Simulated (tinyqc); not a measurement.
MOSFET in the linear regime without short-channel effects, parameter extraction from computed curves: extraction methods against the body factor.

Inversion charge Q = Cox n Vt W0(exp((Vg - VT)/(n Vt))), W0 the Lambert function and n = nf; u = Q/Cox; mobility mu = mu0/(1 + th1 u + th2 u^2); channel resistance Rch = (L - dL)/(W mu Q); Id = Vd/(Rch + Rsd/W). Cox = eps0 eox/tox. Small Vd, no channel-length or drain effects.

From the continuous curve Id(Vg): tangent at peak gm (V_ext = Vg - Id/gm); constant current Id = 0.1 uA W/L; peak of d2Id/dVg2; Y = Id/sqrt(gm) drawn through Vg = VT + 0.6 and VT + 0.8 V, with intercept VT_Y and slope s. Mobilities gm,max L/(W Cox Vd) and s^2 L/(W Cox Vd) with the drawn L. Last column: share of Rsd/W in the total resistance at VT + 0.8 V.

Parameters, values chosen for the exercise; channel values of the order met in silicon transistors:
- T = 300 K (temperature)
- eox = 7.29 (relative permittivity of the gate insulator (close to silicon nitride))
- tox = 7.3 nm (insulator thickness)
- mu0 = 290 cm^2/(V s) (low-field mobility)
- th1 = 0.43 1/V (first mobility attenuation factor)
- th2 = 0.04 1/V^2 (second mobility attenuation factor)
- VT = 0.59 V (threshold voltage)
- W = 1 um (gate width)
- L = 0.65 um (drawn gate length)
- dL = 0.01 um (drawn less effective length)
- Rsd = 170 ohm um (source plus drain resistance)
- Vd = 0.02 V (drain voltage)

Constants: q = 1.602176634e-19 C, kB = 1.380649e-23 J/K, Vt = kB T/q, eps0 = 8.8541878128e-14 F/cm where lengths are in cm. Results are converted to the units shown.

Result of one run:
```
V_ext (V)	constant current (V)	second derivative (V)	VT_Y (V)	mobility from gm (cm^2/(V s))	mobility from Y (cm^2/(V s))	series share (%)
0.595	0.598	0.582	0.644	214	282	3.51
```

Which body factor nf gave this result: 1.1, 1.2, 1.5, 1.6 or 1.7?

nf = 1.1.

The whole series:
```
nf	V_ext (V)	constant current (V)	second derivative (V)	VT_Y (V)	mobility from gm (cm^2/(V s))	mobility from Y (cm^2/(V s))	series share (%)
1	0.596	0.602	0.583	0.643	217	284	3.53
1.1	0.595	0.598	0.582	0.644	214	282	3.51
1.2	0.594	0.595	0.581	0.644	211	279	3.50
1.3	0.593	0.591	0.580	0.645	208	276	3.48
1.4	0.592	0.587	0.579	0.645	206	274	3.46
1.5	0.591	0.582	0.578	0.646	203	271	3.44
1.6	0.589	0.578	0.577	0.646	201	269	3.43
1.7	0.588	0.573	0.576	0.645	199	266	3.41
```

The model has VT = 0.59 V and mu0 = 290 cm^2/(V s). Over the table the extracted thresholds move by 8.6 mV (tangent), 29 mV (constant current), 7.5 mV (second derivative), 3.1 mV (Y function). The mobility from gm falls from 217 to 199 and that from Y falls from 284 to 266 cm^2/(V s).

Numbers from tinyqc (`OMP_NUM_THREADS=1 python tinyqc.py 2210124 2210125 out.jsonl`; about 0.01 s on one thread of a shared Intel Xeon 2.30GHz).
